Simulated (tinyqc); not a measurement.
The decay curve: photoconductance decay in a wafer: bulk and surface recombination modes, and iron detection by pair splitting. Computed by tinyqc, a small Python program. Command: `OMP_NUM_THREADS=1 python tinyqc.py 3110378 3110379 out.jsonl pcd walk`. One thread of a shared host (Intel(R) Xeon(R) Processor @ 2.30GHz), about 0.01 s of CPU time with the checks.

Both faces of the wafer have the same S; injection is low and all coefficients are constant. x runs from -W/2 to W/2.

Inputs (values chosen for the exercise, modelled on p-type silicon):
```
quantity                          value         unit
thickness W                         300   micrometre
diffusivity D                      28.6       cm^2/s
bulk lifetime tau_b without iron     24  microsecond
surface recombination velocity S  22000         cm/s
absorption coefficient alpha       1100         1/cm
```

Method:
- Even modes cos(a x) obey b tan b = S W/(2 D) with b = a W/2, odd modes sin(a x) obey -b cot b = S W/(2 D); each decays at the rate 1/tau_b + D a^2.
- tau_eff is the decay time of the first mode. The surface time is 1/(D a^2) of that mode; shortcuts for it are W/(2 S), W^2/(pi^2 D) and their sum, whose error is sum/surface time - 1.
- Light from one face makes n(x, 0) proportional to exp(-alpha (x + W/2)). Only even modes carry the thickness average: weight c_n = [sin b/b] int n cos(a x) dx / (int cos^2(a x) dx x mean n), with int exp(-alpha (x + W/2)) cos(a x) dx = [alpha cos b (1 - E) + a sin b (1 + E)]/(alpha^2 + a^2), E = exp(-alpha W), and int cos^2 = W/2 + sin(2 b)/(2 a).
- Mean density = sum_n c_n exp(-t/tau_n) over 60 modes; the local decay time is -1/(d ln n/dt).

W^2/(pi^2 D) = 3.18843 microsecond

tau_eff = 3.25216 microsecond

Decay:
```
t / (W^2/(pi^2 D))  t (microsecond)  mean density/start  local decay time (microsecond)
0.02                         0.0638             0.63234                          0.2420
0.05                         0.1594             0.47580                          0.4475
0.10                         0.3188             0.36363                          0.7631
0.20                         0.6377             0.26715                          1.3547
0.50                         1.5942             0.16693                          2.7354
1.00                         3.1884             0.09957                          3.2316
2.00                         6.3769             0.03732                          3.2521
```

What follows from these numbers?

The local decay time goes from 0.242 to 3.25 microsecond against tau_eff = 3.25. Early on higher modes speed the decay, so a fit must start late.
